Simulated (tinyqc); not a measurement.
## From the Foster terms back to the ladder

Inverse problem. A two-node ladder (R1 between the nodes, R2 to ambient, C1 and C2 to ambient) has Z(t) = r_1 (1 - exp(-t/tau_1)) + r_2 (1 - exp(-t/tau_2)) at node 1. Find C1, R1, R2 and C2.

tau_1, tau_2 (ms): [0.033493298, 3.3535067]
r_1, r_2 (K/W): [0.073631845, 1.2263682]

Solution. The initial slope gives 1/C1 = sum r/tau, the initial curvature 1/(R1 C1^2) = sum r/tau^2, the final value R1 + R2 = sum r, and the determinant tau_1 tau_2 = R1 R2 C1 C2.

C1 = 0.390 mJ/K
R1 = 0.100 K/W
R2 = 1.20 K/W
C2 = 2.40 mJ/K

tinyqc, about 0.01 s, one thread, Intel Xeon 2.30GHz (shared host): `OMP_NUM_THREADS=1 python tinyqc.py 2520123 2520124 out.jsonl`
